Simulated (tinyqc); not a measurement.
Donor or exciton in a quantum well (variational effective-mass method). From one set of inputs to another, one input at a time. Computed by tinyqc, a small Python program. Command: `OMP_NUM_THREADS=1 python tinyqc.py 3005032 3005033 out.jsonl welldonor ladder`. One thread of a shared host (Intel(R) Xeon(R) Processor @ 2.30GHz), about 0.07 s of CPU time with the checks.

Electron and hole in their lowest subbands f(z) = cos(pi z/L); relative in-plane motion exp(-rho/lambda) (separable trial function), H = -nabla_rho^2 - 2/sqrt(rho^2 + (z_e - z_h)^2) in effective units. Mass and screening are the same in well and barrier; l = L/a* is the width in effective units. Bands are flat: no polarisation or applied field.

The inputs printed are set A. Inputs not listed in the table keep their values of set A, so the rows need not describe a real material.

Inputs (values chosen for the exercise, modelled on ZnSe):
```
quantity                 value  unit
electron mass m          0.151   m_0
dielectric constant eps    9.3     -
well width L               5.3    nm
in-plane hole mass m_h     0.2   m_0
```

Centre: exciton. Barriers: infinite.

Constants: Ry = 13.605693123 eV; a_0 = 0.529177210903 angstrom.

Method:
- mu = m m_h/(m + m_h) takes the place of m; Ry* = Ry m/eps^2, a* = a_0 eps/m; l = L/a*.
- k = pi/l; f = cos(k z) inside and zero outside.
- Binding E_b(lambda) = -1/lambda^2 + (8/lambda^2) int_0^l P(z) g(z) dz, with P(z) = (2/l) [(1 - z/l)(1 + cos(2 pi z/l)/2) + (3/(4 pi)) sin(2 pi z/l)] the distribution of |z_e - z_h| and g(z) = int_z^infinity exp(-2 sqrt(r^2 - z^2)/lambda) dr = int_0^infinity exp(-2 rho/lambda) rho/sqrt(rho^2 + z^2) d rho; 40 Gauss-Legendre points in z and 40 in t with rho = lambda t/(1 - t).
- Golden-section search for the maximum over lambda from 0.3 to 4, 40 steps.

Each row keeps all changes above it:
```
input moved                    from     to  binding energy (meV)  radius lambda a* (nm)  binding in Ry*
set A                             -      -                28.748                 4.9123          2.1240
dielectric constant eps         9.3   10.8                22.469                 5.4735          2.2388
well width L (nm)               5.3     13                15.693                 7.2063          1.5636
in-plane hole mass m_h (m_0)    0.2    0.5                18.358                 5.9364          1.3570
electron mass m (m_0)         0.151  0.108                15.965                 7.0572          1.5410
```

Where does the difference come from?

Binding energy goes from 28.7 to 16.0, a factor 0.555 in all. The largest single move comes from well width L (a factor 0.698), and in-plane hole mass m_h works against it (a factor 1.17). Radius lambda a* goes from 4.91 to 7.06, a factor 1.44 in all. The largest single move comes from well width L (a factor 1.32), and in-plane hole mass m_h works against it (a factor 0.824). Binding in Ry* goes from 2.12 to 1.54, a factor 0.726 in all. The largest single move comes from well width L (a factor 0.698), and electron mass m works against it (a factor 1.14). The single moves hold for this order of the switches; the total does not depend on the order.

Caution (rows in-plane hole mass m_h, electron mass m): beyond about two Bohr radii the separable trial function begins to underestimate the binding, and in still wider wells it drops below the bulk value instead of tending to it.

Extremes, crossings and ranges named in words are read from the listed rows.
